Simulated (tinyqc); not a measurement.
Inside a calculation. Model: resistance of a tapered via with liner, size effect and interface.

Numbers from tinyqc (`OMP_NUM_THREADS=1 python tinyqc.py 2750089 2750090 out.jsonl`; about 0.01 s on one thread of a shared Intel Xeon 2.30GHz). Printed values are rounded.

A round via whose diameter grows from db at the bottom as D(z) = db + 2 z/tan(ang). The fill, of diameter D - 2 tl, starts above the bottom liner (thickness fb tl) and has rho = rho0 (1 + ks lam/(D - 2 tl)); the sidewall liner conducts in parallel with it. The bottom liner and the interface are crossed over the full area pi db^2/4. Spreading in the lines above and below is left out.

Parameters, values chosen for the exercise; fill metal close to molybdenum: diameter at the bottom db = 11 nm; height hv = 19 nm; sidewall angle ang = 87 degrees; bulk resistivity of the fill rho0 = 5.14 uohm cm; mean free path of the fill lam = 11.3 nm; size-effect factor ks = 1.4; liner on the sidewall tl = 0.1 nm; liner at the bottom over that on the sidewall fb = 0.7; resistivity of the liner rl = 270 uohm cm; interface resistivity at the bottom ri = 2.9e-12 ohm cm^2; ballistic conductance per area, about 3/(4 rho0 lam) Sb = 1.3e15 S/m^2.

## Slices of the via

Slices between z0 = fb tl and hv, evaluated at their midpoints: conductance per length pi/4 [(D - 2 tl)^2/rho + (D^2 - (D - 2 tl)^2)/rl], slice resistance = slice height over that. 8 slices.

```
slice,z (nm),D (nm),rho (uohm cm),slice resistance (ohm)
0,1.25313,11.1313,12.5787,3.16601
1,3.61937,11.3794,12.4136,2.98755
2,5.98562,11.6274,12.2558,2.82308
3,8.35187,11.8754,12.1046,2.67120
4,10.7181,12.1234,11.9598,2.53070
5,13.0844,12.3714,11.8208,2.40051
6,15.4506,12.6195,11.6874,2.27967
7,17.8169,12.8675,11.5592,2.16733
```

## Total resistance

R_fill = sum of the slices; R_bottom = rl fb tl/(pi db^2/4); R_interface = ri/(pi db^2/4); ballistic (Sharvin) limit 1/(Sb pi (db - 2 tl)^2/4); ideal cylinder rho0 hv/(pi db^2/4).

parts (ohm): fill 21.0260, bottom liner 1.98878, interface 3.05157
R = 26.0664 ohm
shares (%): fill 80.6634, bottom liner 7.6297, interface 11.7069
ballistic limit = 8.39691 ohm
ideal cylinder = 10.2764 ohm

The fill is the largest part, and R is 2.54 times the ideal cylinder. With 2000 slices R = 26.070 ohm.
